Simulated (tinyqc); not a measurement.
What moves the results: two-band k.p model of the Delta valleys near the X point under shear strain. A value that a table varies takes the place of the one given here.

Valley pair on the [001] axis, kz counted from the X point, c = hbar^2/2m0, k0 = kx0 2 pi/a. H = (c kz^2/ml + c (kx^2 + ky^2)/mt + c k0^2/ml) 1 + (2 c k0 kz/ml) sigma_z + (D exy - 2 c kx ky/Mp) sigma_x, so E = c kz^2/ml + c (kx^2 + ky^2)/mt + c k0^2/ml -/+ sqrt((2 c k0 kz/ml)^2 + (D exy - 2 c kx ky/Mp)^2). Without strain the lower band has its minima, E = 0, at kz = +/- k0. Shifts from diagonal strain are left out.

For |eta| < 1: k_min = k0 sqrt(1 - eta^2), E_min = -Delta eta^2/2, ml(eta) = ml/(1 - eta^2), 1/m[110] = 1/mt + eta/Mp, 1/m[1-10] = 1/mt - eta/Mp. For |eta| > 1 the minimum sits at X: E_min = -Delta (2 |eta| - 1)/2, ml(eta) = ml/(1 - 1/|eta|), and eta is replaced by its sign in the transverse masses. Here Delta = 2 c k0^2/ml and eta = D exy/Delta.

s11 = (C11 + C12)/((C11 - C12)(C11 + 2 C12)), s12 = -C12/((C11 - C12)(C11 + 2 C12)), s44 = 1/C44; exx = s11 sxx + s12 (syy + szz) and cyclic, exy = s44 sxy/2; tension is positive. A uniaxial stress X along the unit vector n is s_ij = X n_i n_j.

Constants: hbar^2/2m0 = 3.80998211 eV angstrom^2; kB = 8.617333262e-05 eV/K.

Parameters, chosen for this exercise (near those of Si; shifted at random, so the results belong to these values and not to a real crystal):
```
symbol  value    unit      meaning
a       5.438    angstrom  lattice constant
ml      0.889    m0        longitudinal mass
mt      0.193    m0        transverse mass
kx0     0.149    2 pi/a    distance of the minimum from X
D       14.7     eV        shear deformation potential
Mp      0.229    m0        coupling mass
C11     162.5    GPa
C12     64.9     GPa
C44     80.7     GPa
Xu      9.36     eV        uniaxial potential
T       300      K         temperature
exy     -0.0025            shear strain
```

## Sweep of the shear strain

Delta = 2 c k0^2/ml, eta = D exy/Delta.

The minimum:
```
exy,eta,k_min/k0,E_min (meV),ml(eta),m[110],m[1-10],density-of-states mass
0.0000,0.000,1.000,0.0,0.889,0.1930,0.1930,0.321
0.0017,0.098,0.995,-1.2,0.898,0.1782,0.2104,0.323
0.0043,0.249,0.969,-7.9,0.948,0.1595,0.2442,0.333
0.0086,0.498,0.867,-31.5,1.182,0.1360,0.3324,0.377
0.0130,0.752,0.659,-71.9,2.048,0.1181,0.5273,0.503
0.0156,0.903,0.430,-103.5,4.801,0.1096,0.8068,0.752
0.0207,1.198,0.000,-177.3,5.384,0.1047,1.2277,0.885
0.0277,1.603,0.000,-280.2,2.364,0.1047,1.2277,0.672
```

The valleys reach X at eta = 1, that is exy = 0.0173. The shift is quadratic up to eta = 1 (-7.9 meV at eta = 0.25, -31.5 meV at 0.50) and linear beyond, while 1/m[110] rises linearly, taking m[110] from 0.193 to its floor 0.1047, a gain of 84 % in 1/m. ml(eta) diverges at eta = 1; the largest value listed is 5.38. A deformation-potential model with fixed masses misses all of this.

## Tension along [110]: repopulation and mass change

The z valleys move against the x and y valleys by Xu (ezz - exx) and, through the shear, by E_min. Share of the z valleys n = w/(w + 2 exp(dE/kT)), dE the total relative shift, w = sqrt(ml(eta) m[110] m[1-10]/(ml mt^2)). Along [110]: 1/m_c = n/m[110] + (1 - n)(1/ml + 1/mt)/2. Fixed masses means E_min = 0, w = 1, m[110] = mt. Gains are against 3/(1/ml + 2/mt) at a fixed scattering time.

Results:
```
X (GPa),Xu (ezz - exx) (meV),E_min (meV),m[110],m_c fixed masses,m_c with shear,gain fixed (%),gain with shear (%)
0.00,0.0,0.0,0.1930,0.2612,0.2612,0.0,0.0
0.25,-12.0,-0.3,0.1860,0.2468,0.2413,5.8,8.2
0.50,-24.0,-1.0,0.1794,0.2333,0.2207,11.9,18.3
1.00,-48.0,-4.1,0.1677,0.2129,0.1857,22.7,40.6
1.50,-71.9,-9.2,0.1573,0.2017,0.1635,29.5,59.7
2.00,-95.9,-16.3,0.1482,0.1966,0.1500,32.8,74.1
3.00,-143.9,-36.7,0.1328,0.1936,0.1329,34.9,96.5
```

At 1 GPa repopulation alone gives 22.7 % and the shear terms raise it to 40.6 %. From 2 to 3 GPa the fixed-mass gain grows by 2.1 points, towards its ceiling of 35.3 % when all electrons sit in the z valleys, whereas the gain with shear grows by 22.4 points because m[110] keeps falling.

## What each parameter does

Delta = 2 c k0^2/ml, eta = D exy/Delta. Each row changes one parameter from the base and keeps the others.

Results:
```
case,eta,E_min (meV),ml(eta) (m0),m[110] (m0),m[1-10] (m0)
base,-0.1447,-2.66,0.9080,0.2198,0.1720
ml = 0.95123 m0,-0.1548,-2.84,0.9746,0.2220,0.1707
mt = 0.20651 m0,-0.1447,-2.66,0.9080,0.2375,0.1827
kx0 = 0.15943 2 pi/a,-0.1264,-2.32,0.9034,0.2160,0.1744
D = 13.671 eV,-0.1345,-2.30,0.9054,0.2177,0.1733
Mp = 0.21297 m0,-0.1447,-2.66,0.9080,0.2221,0.1706
exy = -0.00233,-0.1348,-2.31,0.9055,0.2177,0.1733
```

The largest shifts from the base row, up to three for each result and ties (the steps differ in size, so this ranks the rows, not the parameters). eta: kx0 +0.0183, ml -0.0101, D +0.0101; unchanged at the printed digits by mt and Mp. E_min (meV): D +0.36, exy +0.35, kx0 +0.34; unchanged at the printed digits by mt and Mp. ml(eta) (m0): ml +0.0666, kx0 -0.0046, D -0.0026; unchanged at the printed digits by mt and Mp. m[110] (m0): mt +0.0177, kx0 -0.0038, Mp +0.0023. m[1-10] (m0): mt +0.0107, kx0 +0.0024, Mp -0.0014.

Run: tinyqc, `OMP_NUM_THREADS=1 python tinyqc.py 1051342 1051343 out.jsonl`; Intel(R) Xeon(R) Processor @ 2.30GHz, one thread, shared host; about 0.01 s of CPU time with all checks.
